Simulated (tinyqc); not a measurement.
What the shift does to the intrinsic density: temperature and isotope dependence of a band gap in oscillator models.

E(T) = E0 - sum_i sl_i th_i n_i(T), n = 1/(exp(th/T) - 1). The same coupling lowers the gap at 0 K by the zero-point term ZP = sum_i sl_i th_i/2, so the gap of the static lattice is E0 + ZP. Thermal expansion is taken as part of the slopes.

Constants: kB = 8.617333262e-05 eV/K; hbar^2/2m0 = 3.80998211 eV angstrom^2.

Inputs chosen for the exercise (near those of InP; the results hold for these values, not for the real material):

| symbol | value | unit | meaning |
|---|---|---|---|
| E0 | 1.435 | eV | gap at 0 K |
| th | (96, 338) | K | temperatures of two oscillators |
| sl | (0.115, 0.256) | meV/K | their high-temperature slopes |
| mm | 0.24 | m0 | geometric mean of the density-of-states masses |

ni = 2 (mm kT/(4 pi c))^(3/2) exp(-E/2kT), c = hbar^2/2m0, with E(T) and with E0; 1 angstrom^-3 = 1e24 cm^-3. Apparent gap from an Arrhenius plot of ni/T^(3/2): E(T) - T dE/dT, dE/dT = -sum sl_i (th_i/T)^2 n_i (1 + n_i).

Results:

| T (K) | E(T) (eV) | ni (cm^-3) | ni with E(T) / ni with E0 | apparent gap (eV) |
|---|---|---|---|---|
| 200 | 1.3975 | 3.96 | 2.968 | 1.4606 |
| 250 | 1.3812 | 2.69e+04 | 3.484 | 1.4647 |
| 300 | 1.3642 | 1.03e+07 | 3.930 | 1.4676 |
| 350 | 1.3468 | 7.47e+08 | 4.314 | 1.4698 |
| 400 | 1.3291 | 1.92e+10 | 4.644 | 1.4714 |
| 500 | 1.2933 | 1.93e+12 | 5.180 | 1.4738 |
| 700 | 1.2205 | 4.25e+14 | 5.918 | 1.4766 |

Using E0 in place of E(T) understates ni by a factor that rises from 2.97 to 5.92, towards exp(sum sl/2kB) = 8.6. The slope of an Arrhenius plot returns neither E(T) nor E0 but the intercept of the tangent, 1.4676 eV at 300 K, which lies 33 meV above E0 and tends to the static gap 1.4838 eV.

(tinyqc, `OMP_NUM_THREADS=1 python tinyqc.py 1850104 1850105 out.jsonl`, Intel(R) Xeon(R) Processor @ 2.30GHz, 1 thread, shared host, about 0.01 s.)
